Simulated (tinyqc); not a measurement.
Comparisons within one model: Wannier function of the lower band of a two-orbital chain. A value that a table varies takes the place of the one given here.

H(k) = [[-d/2 - 2 ta cos k, -t1 - t2 exp(-ik)], [-t1 - t2 exp(ik), d/2 - 2 tb cos k]], k in 1/a, Bloch sums with exp(ikR) and without the positions inside the cell. Mesh k_j = 2 pi j/N. Projection gauge: each lower eigenvector u is multiplied by the phase that makes <trial|u> real and positive (the one-band case of Loewdin orthogonalisation). Wannier amplitudes w(R) = (1/N) sum_k exp(ikR) u(k); hoppings H(R) = (1/N) sum_k exp(-ikR) E(k).

Parameters, chosen for this exercise: d = 0.59 eV (A at -d/2, B at +d/2); t1 = 2.32 eV (A-B in the cell); t2 = 0.66 eV (B to A of the next cell); ta = 0.22 eV (A-A between cells); tb = -0.26 eV (B-B between cells); xb = 0.45 a (position of B (A at 0)); th = 20 degrees (trial orbital cos(th) A + sin(th) B in cell 0).

## Convergence with the mesh

Centre and Omega_I from overlaps M_j = u_j^+ diag(1, exp(-i b xb)) u_(j+1), b = 2 pi/N: centre -(1/2 pi) sum arg M, Omega_I = (1/(N b^2)) sum (1 - |M|^2). Largest error of the Fourier interpolation on 41 points from 0 to pi.

Mesh:
```
N   centre (a)  Omega_I (a^2)  H(1) (eV)  largest error (meV)
3      0.20563        0.05288   -0.31598               64.933
4      0.21107        0.05708   -0.33221                7.684
6      0.21385        0.06127   -0.33015                1.351
8      0.21490        0.06291   -0.33008                0.269
12     0.21566        0.06416   -0.33008                0.011
16     0.21593        0.06461   -0.33008                0.000
24     0.21612        0.06494   -0.33008                0.000
```

What does this show, and why?

The interpolation error falls exponentially, from 7.7 meV at N = 4 to 0.011 at N = 12, because the hoppings decay exponentially for an isolated band (smallest gap 3.34 eV). Omega_I carries a finite-difference error and converges as a power: against the value 0.06520 on 400 points it is off by -0.00104 at N = 12 and -0.00026 at N = 24, an exponent of 1.98, near the limit 2.

## Choice of the trial orbital

N = 16. Centre, Omega_I and Omega_D from overlaps (b = 2 pi/N, M_j = u_j^+ diag(1, exp(-i b xb)) u_(j+1); Omega_D = (1/(N b^2)) sum (arg M_j + b centre)^2).

Trial angle:
```
th (deg)  smallest projection  centre (a)  Omega_I (a^2)  Omega_D (a^2)
0                       0.667      0.2159        0.06461        0.01641
15                      0.837      0.2159        0.06461        0.00736
30                      0.950      0.2159        0.06461        0.00295
45                      0.989      0.2159        0.06461        0.00072
60                      0.925      0.2159        0.06461        0.00002
75                      0.796      0.2159        0.06461        0.00120
90                      0.612      0.2159        0.06461        0.00644
```

What does this show?

Omega_I is the same for all. Omega_D is smallest at 60 degrees (0.00002) and largest at 0 (0.01641). The centre does not move.

## Centre against ionicity

N = 24, d varied. Overlaps M_j = u_j^+ diag(1, exp(-i b xb)) u_(j+1), b = 2 pi/N; centre -(1/2 pi) sum arg M_j folded into [0, 1); Omega_I = (1/(N b^2)) sum (1 - |M_j|^2); charge moved is -2 times the shift of the centre from its value at d = 0 (a doubly filled band); weight on A averaged over the mesh.

Against d:
```
d (eV)  centre (a)  charge moved (e)  weight on A  Omega_I (a^2)
-6.0        0.4089           -0.3235        0.112         0.0224
-3.0        0.3617           -0.2291        0.232         0.0427
-1.5        0.3152           -0.1361        0.340         0.0562
-0.5        0.2720           -0.0498        0.434         0.0633
0.0         0.2471            0.0000        0.486         0.0651
0.5         0.2209            0.0525        0.539         0.0651
1.5         0.1688            0.1567        0.642         0.0598
3.0         0.1060            0.2822        0.766         0.0446
6.0         0.0448            0.4046        0.894         0.0216
```

What can be read from the table?

For large positive d the function sits on A (centre 0.045) and for large negative d on B at 0.45 (centre 0.409); at d = 0 it lies at 0.247, on the bond inside the cell, the stronger one. Among these rows the spread is largest at d = 0.5 eV.

## What each parameter does

N = 24: centre (folded into [0, 1)) and Omega_I from overlaps M_j = u_j^+ diag(1, exp(-i b xb)) u_(j+1), b = 2 pi/N: centre = -(1/2 pi) Im ln prod M_j, Omega_I = mean(1 - |M_j|^2)/b^2; and the first two hoppings H(R). Each row changes one parameter from the base and keeps the others.

Results:
```
case             centre (a)  Omega_I (a^2)  H(1) (eV)  H(2) (eV)
base                 0.2161         0.0649    -0.3301     0.0138
d = 0.89 eV          0.2002         0.0639    -0.3425     0.0156
t1 = 2.47 eV         0.2156         0.0632    -0.3294     0.0129
t2 = 0.56 eV         0.2133         0.0617    -0.2822     0.0072
ta = 0.32 eV         0.2209         0.0668    -0.3840     0.0087
xb = 0.5 a           0.2387         0.0766    -0.3301     0.0138
th = 30 degrees      0.2161         0.0649    -0.3301     0.0138
```

What can be read from the table?

The largest shifts from the base row, up to three for each result and ties (the steps differ in size, so this ranks the rows, not the parameters). centre (a): xb +0.0226, d -0.0159, ta +0.0048; unchanged at the printed digits by th. Omega_I (a^2): xb +0.0116, t2 -0.0032, ta +0.0019; unchanged at the printed digits by th. H(1) (eV): ta -0.0539, t2 +0.0478, d -0.0124; unchanged at the printed digits by xb and th. H(2) (eV): t2 -0.0066, ta -0.0051, d +0.0018; unchanged at the printed digits by xb and th. The trial angle is a choice of gauge and moves none of these; xb enters the position operator alone, so it leaves the hoppings.

(tinyqc, `OMP_NUM_THREADS=1 python tinyqc.py 1452268 1452269 out.jsonl`, Intel(R) Xeon(R) Processor @ 2.30GHz, 1 thread, shared host, about 0.1 s.)
